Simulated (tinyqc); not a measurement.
# Energy and delay of logic against supply voltage: energy and delay against supply voltage

One expression serves below and above threshold: I(Vg) = Ik [ln(1 + exp((Vg - VT + dd V)/(al nf Vt)))]^al, with I_on = I(V) and I_off = I(0). Gate delay td = kd C V/I_on, clock period LD td. Per gate and cycle the switching energy is act C V^2 and the leakage energy I_off V LD td. No short-circuit current, no variation. Minima are sought above 0.09 V; below a few Vt gates no longer switch and the model has no meaning.

EDP = energy times td.

Values chosen for this exercise; values of the order met in logic technologies: temperature T = 300 K; threshold voltage at zero drain bias VT = 0.32 V; slope factor nf = 1.35; barrier lowering per volt of supply dd = 0.07; specific current of a gate Ik = 1.1 uA; exponent of the current law al = 1.63; load capacitance of a gate C = 0.3 fF; delay factor kd = 1.1; logic depth LD = 12; activity factor act = 0.2.

Constants: q = 1.602176634e-19 C, kB = 1.380649e-23 J/K, Vt = kB T/q. Results are converted to the units shown.

Result of one run:
```
V (V),I_on (uA),I_off (nA),td (ps),switching (aJ),leakage (aJ),energy (aJ),EDP (fJ ps)
0.97,68.565,0.79450,4.6686,56.454,0.043175,56.497,0.26376
```

What becomes of these results when the supply voltage V is changed from 0.97 to 1.08 V, all else the same?

Result of the changed run:
```
V (V),I_on (uA),I_off (nA),td (ps),switching (aJ),leakage (aJ),energy (aJ),EDP (fJ ps)
1.08,87.816,0.98926,4.0585,69.984,0.052033,70.036,0.28424
```

The whole series:
```
V (V),I_on (uA),I_off (nA),td (ps),switching (aJ),leakage (aJ),energy (aJ),EDP (fJ ps)
0.15,0.010856,0.15434,4559.7,1.3500,1.2667,2.6167,11.931
0.27,0.30662,0.19623,290.59,4.3740,0.18475,4.5588,1.3247
0.38,2.6618,0.24452,47.111,8.6640,0.052530,8.7165,0.41064
0.5,9.7008,0.31083,17.009,15.000,0.031721,15.032,0.25567
0.62,20.623,0.39508,9.9210,23.064,0.029161,23.093,0.22911
0.73,33.322,0.49216,7.2295,31.974,0.031169,32.005,0.23138
0.85,49.729,0.62537,5.6406,43.350,0.035980,43.386,0.24472
0.97,68.565,0.79450,4.6686,56.454,0.043175,56.497,0.26376
1.08,87.816,0.98926,4.0585,69.984,0.052033,70.036,0.28424
1.2,110.86,1.2563,3.5722,86.400,0.064621,86.465,0.30887
```

td falls from 4560 to 3.57 ps; the energy rises from 2.62 to 86.5 aJ and the EDP goes from 11.9 through a minimum of 0.229 (at V = 0.62 V among the rows listed) to 0.309 fJ ps. The exact minima lie at V = 0.151 V for the energy and 0.654 V for the EDP. Going from 1.2 V to the energy minimum saves a factor of 33.0 in energy and costs a factor of 1250 in delay. Below the minimum the leakage energy rises faster than the switching energy falls, because the clock period grows so steeply.

Computed by the program tinyqc: `OMP_NUM_THREADS=1 python tinyqc.py 2082025 2082026 out.jsonl`, one thread of a shared Intel Xeon 2.30GHz, about 0.01 s for the whole run.
